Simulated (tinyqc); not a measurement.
Global model of a low-pressure process discharge: electron temperature, density, ion flux and ion energy: one step, computed by the program tinyqc. Command: `OMP_NUM_THREADS=1 python tinyqc.py 3110339 3110340 out.jsonl plasma walk`. One thread of a shared host (Intel(R) Xeon(R) Processor @ 2.30GHz), about 0.01 s of CPU time with the checks.

Maxwellian electrons with temperature T_e in eV, one positive ion, no negative ions, uniform bulk density n; rate constants have the Arrhenius form.

Question. Geometry factors. n_g = p/(k_B T_g); lambda_i = 1/(n_g sigma); h_L = 0.86/sqrt(3 + L/(2 lambda_i)), h_R = 0.8/sqrt(4 + R/lambda_i); A_eff = 2 pi R^2 h_L + 2 pi R L h_R; d_eff = pi R^2 L/A_eff.

Inputs (values chosen for the exercise, of the order of those of an inductive discharge in a simple atomic gas):
```
quantity                   value  unit
ion-neutral cross section  1e-18   m^2
pressure p                  0.71    Pa
gas temperature T_g          500     K
radius R                      22    cm
height L                      15    cm
```

Constants: k_B = 1.380649e-23 J/K.

Give: gas density n_g; ion mean free path; h_L; h_R; A_eff; d_eff.

Answer.

gas density n_g = 1.029e+20 1/m^3

ion mean free path = 0.9723 cm

h_L = 0.2627

h_R = 0.1550

A_eff = 1120 cm^2

d_eff = 20.36 cm
